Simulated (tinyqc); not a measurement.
Worked calculation: coherent transport through a tight-binding region between two chains. One step of it, computed by the program tinyqc.

Problem. Transmission at E = -0.16 eV. Surface Green function g = (E - i sqrt(4 t^2 - E^2)) / (2 t^2); self-energy tc^2 g on each contact site; G = (E - H - Sigma)^(-1); Gamma = -2 Im Sigma; T = Gamma_L Gamma_R |G_LR|^2; local density of states -Im G_ii / pi.

H of the central region (eV):
```
           1          2          3
1   0.000000  -0.690000   0.000000
2  -0.690000   0.930000  -1.110000
3   0.000000  -1.110000   0.000000
```

Leads: semi-infinite chains with site energy 0:
```
parameter                           value
lead hopping t (eV)              2.000000
coupling to the left lead (eV)   1.110000
coupling to the right lead (eV)  0.480000
left contact site                       1
right contact site                      3
```

E = -0.160000 eV

Give: g; G; local density of states; transmission.

Solution.

g = -0.0200-0.4996i 1/eV

G (1/eV):
```
                 1               2               3
1  -0.4007-1.3649i  0.1530+0.0897i  0.3993+0.9365i
2   0.1530+0.0897i  0.1100-0.1189i  0.9138-0.1725i
3   0.3993+0.9365i  0.9138-0.1725i  0.6491-0.7516i
```

local density of states (1/eV): 0.4345  0.0379  0.2392

transmission = 0.2938
